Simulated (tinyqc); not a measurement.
# All-pass ring resonator: several studies

A ring of length L = 2 pi Rr coupled to one bus waveguide: round-trip amplitude a = 10^(-al L/20), self-coupling t = sqrt(1 - k2). At detuning d from the resonance the round-trip phase is p = 2 pi d/FSR and the transmission T = (a^2 - 2 a t cos p + t^2)/(1 - 2 a t cos p + a^2 t^2). Lossless coupler, linear absorption only.

Parameters, values chosen for the exercise; values close to those of silicon waveguides: cold resonance wavelength lam = 1310 nm; ring radius Rr = 5 um; group index ng = 4.13; propagation loss al = 5.3 dB/cm; power coupling k2 = 0.0012; thermo-optic change of the effective index dT = 0.00017 1/K; thermal resistance Rt = 9.6 K/mW; share of the loss that heats the ring fa = 0.53; input power Pin = 0.11 mW.

Constants: c = 299792458 m/s. Results are converted to the units shown.

Each table varies one quantity; the others keep the values above.

## Effect of the power coupling

FSR = lam^2/(ng L), finesse F = pi sqrt(a t)/(1 - a t), FWHM = FSR/F, Q = lam/FWHM, Tmin = (a - t)^2/(1 - a t)^2, power build-up k2 a^2/(1 - a t)^2, optical bandwidth c/(lam Q).

The same in every row: a = 0.99808.

Results:

| k2 | t | Q | Tmin | build-up | bandwidth (GHz) |
|---|---|---|---|---|---|
| 0.00048 | 0.99976 | 1.4425e5 | 0.60438 | 102.99 | 1.5864 |
| 0.00082 | 0.99959 | 1.3371e5 | 0.41924 | 151.19 | 1.7116 |
| 0.0014 | 0.99930 | 1.1888e5 | 0.21599 | 204.10 | 1.9251 |
| 0.0024 | 0.99880 | 99781 | 0.052646 | 246.63 | 2.2935 |
| 0.0041 | 0.99795 | 78354 | 0.0011947 | 260.02 | 2.9207 |
| 0.0069 | 0.99654 | 57847 | 0.082503 | 238.85 | 3.9561 |
| 0.012 | 0.99398 | 39123 | 0.26827 | 190.49 | 5.8495 |
| 0.034 | 0.98285 | 16195 | 0.64071 | 93.534 | 14.131 |

Estimate the missing row, k2 = 0.02.

Computed row:

| k2 | t | Q | Tmin | build-up | bandwidth (GHz) |
|---|---|---|---|---|---|
| 0.02 | 0.98995 | 25890 | 0.46375 | 139.60 | 8.8393 |

With this row back in the table: As k2 goes from 0.00048 to 0.034, Q falls from 1.44e5 to 16200, Tmin goes from 0.604 through a minimum of 0.00119 (at k2 = 0.0041 among the rows listed) to 0.641 and the build-up goes from 103 through a maximum of 260 (at k2 = 0.0041 among the rows listed) to 93.5. The ring is overcoupled (t < a) in 5 of the 9 rows; the dip is deepest where t and a cross.

## Line shape, cold and heated

FSR = lam^2/(ng L). The lost power (1 - T) Pin heats the ring by Rt fa (1 - T) Pin and shifts the resonance to longer wavelength by s = (lam dT/ng) times that rise; d = dl - s. The hot columns give T for the smallest and the largest self-consistent shift.

Results:

| dl (pm) | T, cold | roots | smallest s (pm) | T there | largest s (pm) | T there  |
|---|---|---|---|---|---|---|
| -16 | 0.9282 | 1 | 1.787 | 0.9408 | 1.787 | 0.9408 |
| -8.5 | 0.7967 | 1 | 3.552 | 0.8823 | 3.552 | 0.8823 |
| -4.2 | 0.5538 | 1 | 5.247 | 0.8261 | 5.247 | 0.8261 |
| 0 | 0.2735 | 1 | 7.414 | 0.7544 | 7.414 | 0.7544 |
| 3.2 | 0.4677 | 1 | 9.347 | 0.6903 | 9.347 | 0.6903 |
| 6.4 | 0.7045 | 1 | 11.46 | 0.6202 | 11.46 | 0.6202 |
| 9.5 | 0.8276 | 1 | 13.63 | 0.5483 | 13.63 | 0.5483 |
| 19 | 0.9476 | 3 | 1.926 | 0.9362 | 20.43 | 0.3230 |
| 26 | 0.9710 | 1 | 0.9382 | 0.9689 | 0.9382 | 0.9689 |

Estimate the missing row, dl = 14 pm.

Computed row:

| dl (pm) | T, cold | roots | smallest s (pm) | T there | largest s (pm) | T there  |
|---|---|---|---|---|---|---|
| 14 | 0.9090 | 1 | 16.89 | 0.4403 | 16.89 | 0.4403 |

With this row back in the table: The cold line has FWHM = 10.6 pm and its dip at dl = 0; heated, the deepest listed dip lies at dl = 19 pm, and the largest possible shift is 21.9 pm, 2.1 FWHM. 1 row(s) have three roots: there the ring is bistable.

## Effect of the ring radius

Same model as above.

The same in every row: t = 0.9994.

Results:

| Rr (um) | a | Q | Tmin | build-up | bandwidth (GHz) |
|---|---|---|---|---|---|
| 1.7 | 0.9993 | 8.449e4 | 0.001685 | 765.4 | 2.709 |
| 4.4 | 0.9983 | 1.197e5 | 0.2257 | 229.1 | 1.912 |
| 7.1 | 0.9973 | 1.330e5 | 0.4078 | 108.5 | 1.721 |
| 11 | 0.9958 | 1.421e5 | 0.5637 | 51.52 | 1.611 |
| 19 | 0.9927 | 1.500e5 | 0.7186 | 19.17 | 1.526 |
| 30 | 0.9886 | 1.543e5 | 0.8114 | 8.104 | 1.483 |

Estimate the missing row, Rr = 2.7 um.

Computed row:

| Rr (um) | a | Q | Tmin | build-up | bandwidth (GHz) |
|---|---|---|---|---|---|
| 2.7 | 0.9990 | 1.027e5 | 0.07067 | 448.4 | 2.228 |

With this row back in the table: As Rr goes from 1.7 to 30 um, Q rises from 84500 to 1.54e5, Tmin rises from 0.00169 to 0.811 and the build-up falls from 765 to 8.10. The ring is overcoupled (t < a) in 0 of the 7 rows. Bend loss, which grows for small rings, is left out.

tinyqc, about 0.01 s, one thread, Intel Xeon 2.30GHz (shared host): `OMP_NUM_THREADS=1 python tinyqc.py 2650045 2650046 out.jsonl`
